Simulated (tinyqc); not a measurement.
Orbital energy against energy difference: ionisation energy by orbital energies and by energy differences in the 6-31g basis, for BeH2, spin multiplicity 1. Computed by the program tinyqc with PySCF. The cation is unrestricted; errors are against CCSD(T) in this basis, not against experiment.

Geometry (angstrom):
```
atom       x        y       z
Be    0.0000   0.0000  0.0000
H     0.0000   1.3030  0.0000
H     0.0000  -1.3030  0.0000
```

CCSD(T) difference in the same basis = 11.6989 eV

IP-EOM-CCSD = 11.7363 eV

First vertical ionisation energy (eV):
```
method     -e(HOMO)  E(cation) - E  error of -e(HOMO)  error of the difference
HF           12.275       11.49647              0.576                   -0.202
LDA           7.442       11.75871             -4.257                    0.060
PBE           7.468       11.78112             -4.231                    0.082
B3LYP         8.665       12.03292             -3.034                    0.334
PBE0          8.856       11.96699             -2.843                    0.268
CAM-B3LYP    10.354       12.12776             -1.345                    0.429
LC-wPBE      11.835       12.28467              0.136                    0.586
```

What does the comparison show, and why?

Koopmans errs by +0.58 eV and Delta-HF by -0.20 eV: relaxation, 0.78 eV, lowers the value and the missing correlation difference works against it. The PBE level is off by -4.2 eV through the wrong tail of its potential, though its energy difference is off by +0.08 eV; exact exchange deepens the level, and among the orbital energies LC-wPBE comes closest; among the differences LDA does.
